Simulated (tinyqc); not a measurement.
Worked calculation: Gupta-type many-body potential for a metal. Computed by tinyqc, a small Python program that keeps every step. Command: `OMP_NUM_THREADS=1 python tinyqc.py 3002638 3002639 out.jsonl gupta walk`. One thread of a shared host (Intel(R) Xeon(R) Processor @ 2.30GHz), about 0.01 s of CPU time with the checks. Intermediate numbers are printed to about 5 digits and carried at full precision; extremes and crossings named in words are read from the listed rows.

E_i = sum_j A exp(-p (r_ij/r0 - 1)) - xi rho_i^gamma, with rho_i = sum_j exp(-2 q (r_ij/r0 - 1)); gamma = 1/2 is the tight-binding second-moment form. The crystal is fcc unless stated; d is the neighbour distance and a fixed number of shells is kept.

Inputs (values chosen for the exercise, for a model metal):
```
quantity                  value      unit
repulsion A               0.125        eV
hopping xi                0.835        eV
decay p                    8.75         -
decay q                    2.48         -
reference distance r0     2.864  angstrom
shells kept                   2         -
embedding exponent gamma    0.6         -
```

Surface: (111).

Constants: 1 eV/angstrom^3 = 160.2176634 GPa; 1 eV/angstrom^2 = 16.02176634 J/m^2.

## Equilibrium of the fcc crystal

fcc shells: d sqrt(k), k = 1..5, with 12, 6, 24, 12, 24 atoms; Omega = d^3/sqrt2. Equilibrium: dE/dd = 0; B = d^2 E''(d)/(9 Omega).

neighbour distance d = 2.9291 angstrom

lattice constant = 4.1424 angstrom

cohesive energy E_c = 2.3470 eV

bulk modulus B = 65.586 GPa

## Shell terms at equilibrium

Repulsion and density of one neighbour in each shell, and their sums.

Shells:
```
shell  count  r (angstrom)  repulsion (eV)  density
1         12        2.9291         0.10244  0.89332
2          6        4.1424         0.00252  0.10926
```

repulsive energy = 1.2444 eV

density rho = 11.375

The band term is -xi rho^gamma = -3.5914 eV; with the repulsion it gives -E_c.

## Unrelaxed vacancy

Each neighbour j of the vacancy loses one repulsive term and one density term: E_v = sum_shells count x {-repulsion - xi [(rho - density)^gamma - rho^gamma]}. (The removed atom returns to a bulk-like site, so its own energy cancels.)

vacancy energy E_v = 0.94381 eV

ratio E_v/E_c, E_c = xi rho^gamma less the repulsive energy = 0.40213

A pair potential gives E_v = E_c; here the ratio is 0.40, as the remaining bonds of the neighbours strengthen when one is lost.

## Elastic constants

Second derivatives of E/Omega at equilibrium under homogeneous strain: e_xx = h gives C11; e_xx = -e_yy = h gives 2 (C11 - C12); e_xy = e_yx = h/2 gives C44.

C11 = 79.710 GPa

C12 = 58.524 GPa

C44 = 35.231 GPa

Cauchy pressure C12 - C44 = 23.293 GPa

C12/C44 = 1.66; pair forces would give 1. The excess comes from the curvature of the embedding term.

## The (111) surface

Cut the crystal without relaxation; an atom in layer l keeps the neighbours that lie below the surface plane. Excess = E_i + E_c. Surface energy = sum of excesses over the layers, divided by the area per surface atom: (sqrt3/2) d^2 for (111), d^2 for (100), sqrt2 d^2 for (110).

Layers:
```
layer  nearest neighbours  repulsion (eV)     rho  excess (eV)
1                       9         0.92952  8.3676      0.28945
```

excess per surface atom = 0.28945 eV

surface energy = 0.62413 J/m^2

## Three surfaces against bond counting

Bond counting with pair bonds charges E_c/12 for each missing nearest neighbour: 3, 4 and 6 per surface cell.

Surfaces:
```
face   missing bonds  excess (eV)  bond counting (eV)    ratio  surface energy (J/m^2)
(111)              3      0.28945              0.5868  0.49331                 0.62413
(100)              4      0.35722              0.7823  0.45661                 0.66707
(110)              6      0.56976              1.1735  0.48552                 0.75233
```

The order of surface energies is (111) < (100) < (110), with (110)/(111) = 1.205 against 1.225 from counting first-neighbour bonds. The excess is 0.46 to 0.49 of the bond-counting value: atoms with fewer neighbours have stronger bonds. Further shells enter the excess but not the count. Caution: relaxation, left out here, lowers surface energies.

## Energy against coordination

Nearest neighbours only, z equal bonds relaxed to their best length: r/r0 = 1 + ln[A p z^(1 - gamma)/(2 q gamma xi)]/(p - 2 q gamma), E = z A exp(-p (r/r0 - 1)) - xi [z exp(-2 q (r/r0 - 1))]^gamma.

Relaxed bonds:
```
z   r (angstrom)  E per atom (eV)  E/z (eV)
1         2.4569          -0.8411  -0.84110
2         2.5945          -1.1051  -0.55255
3         2.6749          -1.2965  -0.43215
4         2.7320          -1.4520  -0.36300
6         2.8124          -1.7034  -0.28390
8         2.8695          -1.9077  -0.23847
9         2.8929          -1.9983  -0.22203
12        2.9500          -2.2380  -0.18650
```

Bonds lengthen from 2.457 to 2.950 angstrom between z = 1 and 12, and |E| grows as z^0.394, the exponent gamma (p - 2q)/(p - 2 q gamma) = 0.394; pair bonds would give z^1 at a fixed length.

Checks made by the program: sum of the shell terms (relative difference below 1e-10); (C11 + 2 C12)/3 against B (relative difference 2e-10).
